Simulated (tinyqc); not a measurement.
The integration grid: Kohn-Sham B3LYP on finer and finer grids in the sto-6g basis, for H4, spin multiplicity 1. Computed by the program tinyqc with PySCF. 

Geometry (angstrom):

| atom | x | y | z |
|---|---|---|---|
| H | 0.0000 | 0.0000 | 0.0000 |
| H | 0.0000 | 0.0000 | 0.8390 |
| H | 0.0000 | 1.0600 | 0.0000 |
| H | 0.0000 | 1.0600 | 0.8390 |

Self-consistent on each grid; the net force on the molecule should vanish.

Kohn-Sham energy on Becke grids (radial x angular points per atom):

| grid | points | residual of the electron count | E (hartree) | E - finest (mhartree) | largest net force without grid terms (hartree/bohr) |
|---|---|---|---|---|---|
| 10 x 14 | 532 | 2.79e-02 | -2.07010 | -5.48295 | 4.44e-16 |
| 15 x 26 | 1516 | -5.04e-03 | -2.06546 | -0.84243 | 5.83e-16 |
| 20 x 50 | 3940 | 2.10e-03 | -2.06497 | -0.35406 | 3.33e-16 |
| 30 x 86 | 10236 | -1.78e-04 | -2.06457 | 0.05011 | 3.33e-16 |
| 50 x 194 | 38656 | -2.73e-05 | -2.06461 | 0.00654 | 4.16e-16 |
| 75 x 302 | 90344 | -5.14e-06 | -2.06462 | 0.00104 | 8.60e-16 |
| 120 x 590 | 282134 | -9.85e-08 | -2.06462 | 0.00000 | 6.66e-16 |

The energy is within 0.1 mhartree of the finest grid first at 30 x 86. The error has both signs, since quadrature is not variational. The net force vanishes by symmetry here, so only the electron count signals a poor grid.
